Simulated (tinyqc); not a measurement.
Vacancy excess varied: nucleation and growth of vacancy voids in a cooling silicon-like crystal. Computed by tinyqc, a small Python program. Command: `OMP_NUM_THREADS=1 python tinyqc.py 3019117 3019118 out.jsonl voids walk`. One thread of a shared host (Intel(R) Xeon(R) Processor @ 2.30GHz), about 0.4 s of CPU time with the checks.

Spherical voids; vacancies are lost only to voids.

Inputs (values chosen for the exercise, close to those used for silicon):
```
quantity                                    value    unit
vacancy density at the melting point C_m  4.3e+14  1/cm^3
formation energy E_f                         4.17      eV
melting point T_m                            1685       K
diffusion prefactor D0                     0.0014  cm^2/s
migration energy E_m                         0.42      eV
site density rho                            5e+22  1/cm^3
void surface energy gamma                   0.846   J/m^2
cooling rate q                               0.61   K/min
vacancy excess C0                         3.1e+13  1/cm^3
temperature step                              0.2       K
```

Vacancy supply: given.

Constants: k_B = 8.617333262e-05 eV/K; k_B = 1.380649e-23 J/K.

Method:
- C = C0 as given.
- C_e = C_m exp[-(E_f/k_B)(1/T - 1/T_m)]; D = D0 exp(-E_m/(k_B T)); f = k_B T ln(C/C_e); r* = 2 gamma/(rho f); W* = 16 pi gamma^3/(3 rho^2 f^2); Z = f/sqrt(12 pi W* k_B T); I = rho Z (4 pi r* D C) exp(-W*/(k_B T)).
- March down from 1500 K in steps dT, dt = dT/q, with values at the upper end of each step: a class of I dt voids is born with r*; then all classes grow by r^2 += 2 D (C - C_e) dt/rho; C falls by the vacancies added to voids. Stop at 1150 K. T_n is the T of the largest I, N the final count (classes under 1e-6 /cm^3 are dropped), and the mean radius the number average.

initial excess C = 3.10e+13 1/cm^3

At fixed q:
```
C (1/cm^3)  T_n (K)  N (1/cm^3)  mean radius (nm)
1.20e+13     1346.2  5.1171e+05             47.86
1.90e+13     1368.0  3.6767e+05             62.31
3.10e+13     1392.2  2.5859e+05             82.52
5.00e+13     1416.2  1.8343e+05            108.56
7.80e+13     1439.4  1.3330e+05            140.08
```

What follows from these numbers?

More vacancies nucleate earlier (T_n rises by 93 K) and give fewer, larger voids: N goes as C^-0.72 and the radius as C^0.57, steeper than the -1/2 and +1/2 of the scaling argument at fixed D, because D rises with T_n.

Extremes, crossings and ranges named in words are read from the listed rows.
